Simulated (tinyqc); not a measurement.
Changing the energy relaxation time tau_E: velocity overshoot from momentum and energy balance equations after a field step. Computed by tinyqc, a small Python program. Command: `OMP_NUM_THREADS=1 python tinyqc.py 3012614 3012615 out.jsonl overshoot sweep`. One thread of a shared host (Intel(R) Xeon(R) Processor @ 2.30GHz), about 0.03 s of CPU time with the checks.

At t = 0 the field jumps from 0 to F in a uniform sample. v is the drift velocity and u = w - (3/2) k_B T the excess energy per carrier.

Inputs (values chosen for the exercise, modelled on electrons in 4H-SiC except for tau_E):

| quantity | value | unit |
|---|---|---|
| effective mass m | 0.35 | m_0 |
| low-field mobility mu_0 | 980 | cm^2/(V s) |
| saturation velocity v_s | 2 | 1e7 cm/s |
| field after the step F | 79 | kV/cm |
| lattice temperature T | 300 | K |
| time step dt | 5.8 | fs |

Scheme: implicit in the damping.

Constants: m_0 = 9.1093837015e-31 kg; e = 1.602176634e-19 C; k_B = 8.617333262e-05 eV/K.

Method:
- dv/dt = e F/m - v/tau_m(u), du/dt = e F v - u/tau_E, tau_m(u) = tau_0/(1 + c u), tau_0 = m mu_0/e, c = mu_0/(e tau_E v_s^2); this choice gives the steady state v (1 + mu_0 F v/v_s^2) = mu_0 F, which saturates at v_s. Steady velocity v = 2 mu_0 F/(1 + sqrt(1 + 4 (mu_0 F/v_s)^2)); u = e F v tau_E; carrier temperature T + 2u/(3 k_B), neglecting the drift energy m v^2/2.
- Step: v_new = (v + dt e F/m)/(1 + dt/tau_m(u)), u_new = (u + dt e F v_new)/(1 + dt/tau_E). Start v = u = 0; the distance adds dt (v + v_new)/2.
- Run to 8 times the larger of tau_E and tau_0, but at most 20001 steps, and stop early if |v| > 1000 v_s or u < -1/(2c); the run is accepted if the last v is within 0.5 % of the steady value.

One run for each value:

| energy relaxation time tau_E (ps) | peak over steady velocity | time of the peak (fs) | distance at the peak (nm) | steady carrier temperature (K) |
|---|---|---|---|---|
| 0.10 | 1.3395 | 110.2 | 17.204 | 1375 |
| 0.15 | 1.4625 | 121.8 | 20.817 | 1912 |
| 0.24 | 1.6244 | 139.2 | 26.653 | 2879 |
| 0.55 | 1.9564 | 174.0 | 40.297 | 6210 |
| 0.85 | 2.1503 | 197.2 | 50.484 | 9434 |
| 1.30 | 2.3491 | 220.4 | 61.703 | 14270 |
| 2.00 | 2.5576 | 255.2 | 79.171 | 21792 |

Give the missing row, energy relaxation time tau_E (ps) = 0.36.

Computed row; columns: (1) energy relaxation time tau_E (ps); (2) peak over steady velocity; (3) time of the peak (fs); (4) distance at the peak (nm); (5) steady carrier temperature (K):
```
(1)      (2)    (3)     (4)   (5)
0.36  1.7796  156.6  33.075  4169
```

Interpolating between the two neighbouring rows (the first column on a logarithmic scale, the others too where they are positive) misses most in distance at the peak (nm), by 1.4 %. Over the rows, peak over steady velocity rises from 1.34 to 2.56 (exponent d ln y / d ln x 0.22 between the first rows and 0.20 between the last); time of the peak (fs) rises from 110 to 255 (exponent d ln y / d ln x 0.25 between the first rows and 0.34 between the last); distance at the peak (nm) rises from 17.2 to 79.2 (exponent d ln y / d ln x 0.47 between the first rows and 0.58 between the last). The steady velocity is the same in every row; a longer tau_E delays the heating and so lets v climb further towards mu_0 F.

Caution (rows 0.360, 0.550, 0.850, 1.30, 2.00): the excess energy exceeds 0.5 eV, where non-parabolicity, upper valleys and impact ionisation matter.

Extremes, crossings and ranges named in words are read from the listed rows.
